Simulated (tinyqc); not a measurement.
From rigid to soft shells: rigid-ion and shell models of the dielectric response of an ionic crystal. Computed by tinyqc, a small Python program. Command: `OMP_NUM_THREADS=1 python tinyqc.py 3027204 3027205 out.jsonl shell walk`. One thread of a shared host (Intel(R) Xeon(R) Processor @ 2.30GHz), about 0.01 s of CPU time with the checks.

Charges +Z and -Z; 6 nearest neighbours, Madelung constant M = 1.747565, volume per ion pair Omega = 2.000000 d^3. Energy per pair U = -M Z^2 e2/d + 6 A exp(-d/rho), e2 = e^2/(4 pi eps_0). In the shell model the anion is a core of charge Y - Z and a massless shell of charge -Y, joined by the spring k; the repulsion acts on the shell. Each ion feels the Lorentz field E + (4 pi/3) P (Gaussian units).

Inputs (values chosen for the exercise, for a model crystal):

| quantity | value | unit |
|---|---|---|
| nearest-neighbour distance d | 2.42 | angstrom |
| ionic charge Z | 1 | e |
| hardness d/rho | 8.1 | - |
| cation mass | 138 | u |
| anion mass | 19 | u |
| shell charge size Y | 2.11 | e |
| core-shell spring k | 28.6 | eV/angstrom^2 |
| cation polarisability alpha_+ | 0.047 | angstrom^3 |

Structure: rock salt.

Constants: e^2/(4 pi eps_0) = 14.39964548 eV angstrom; 1 eV/angstrom^3 = 160.2176634 GPa; nu for 1 eV/(angstrom^2 u) = 15.6333042 THz; 1 THz = 33.35640952 1/cm.

Method:
- Zero pressure fixes 6 A exp(-d/rho) = M Z^2 e2 rho/d^2. Then U = -(M Z^2 e2/d)(1 - rho/d), B = M Z^2 e2 (d/rho - 2)/(9 Omega d), and the spring of one sublattice against the other is R = (1/3) x (Laplacian of the repulsion summed over neighbours) = M Z^2 e2 (d/rho - 2)/(3 d^3), so R = 3 B Omega/d^2.
- With C = 4 pi Z^2 e2/(3 Omega): mu lambda_TO = R - C, mu lambda_LO = R + 2 C; eps_inf = 1 and eps_s = lambda_LO/lambda_TO.
- lambda in eV/(angstrom^2 u) gives the wavenumber 15.6333042 x 33.35640952 x sqrt(lambda); mu is the reduced mass.
- Eliminating the shell gives the anion polarisability alpha_- = Y^2 e2/(k + R), the Szigeti charge Z_S = Z - Y R/(k + R) and the softened spring R' = k R/(k + R). With b = 4 pi (alpha_+ + alpha_-)/(3 Omega): eps_inf = (1 + 2b)/(1 - b) (Clausius-Mossotti); Born charge Z* = Z_S (eps_inf + 2)/3.
- mu lambda_TO = R' - (4 pi e2/(3 Omega)) Z_S^2/(1 - b); mu lambda_LO = mu lambda_TO + 4 pi e2 Z*^2/(eps_inf Omega); eps_s = eps_inf lambda_LO/lambda_TO.

repulsive spring R = 3.61034 eV/angstrom^2

volume Omega = 28.3450 angstrom^3

omega_LO, rigid ions = 357.889 1/cm

Response against the core-shell spring:

| k (eV/angstrom^2) | eps_inf | Z_S | Z* | omega_TO (1/cm) | omega_LO (1/cm) | eps_s |
|---|---|---|---|---|---|---|
| 23 | 2.7093 | 0.71373 | 1.1204 | 152.00 | 266.95 | 8.3573 |
| 29 | 2.2702 | 0.76640 | 1.0909 | 152.67 | 278.92 | 7.5774 |
| 37 | 1.9486 | 0.81242 | 1.0693 | 153.17 | 290.61 | 7.0148 |
| 51 | 1.6604 | 0.86051 | 1.0499 | 153.61 | 304.31 | 6.5170 |
| 74 | 1.4444 | 0.90185 | 1.0354 | 153.94 | 317.57 | 6.1474 |
| 110 | 1.2979 | 0.93295 | 1.0256 | 154.16 | 328.64 | 5.8987 |
| 230 | 1.1496 | 0.96739 | 1.0156 | 154.38 | 342.20 | 5.6483 |
| 860 | 1.0547 | 0.99118 | 1.0093 | 154.53 | 352.51 | 5.4888 |

What does the comparison show, and why?

From the stiffest to the softest shell eps_inf rises from 1.05 to 2.71 and Z_S falls from 0.99 to 0.71; omega_LO moves by -24 % and omega_TO by -1.6 %. Screening by eps_inf cuts the LO frequency, which rigid ions overstate (rigid ions: 358 per cm); eps_s goes from 5.49 to 8.36.
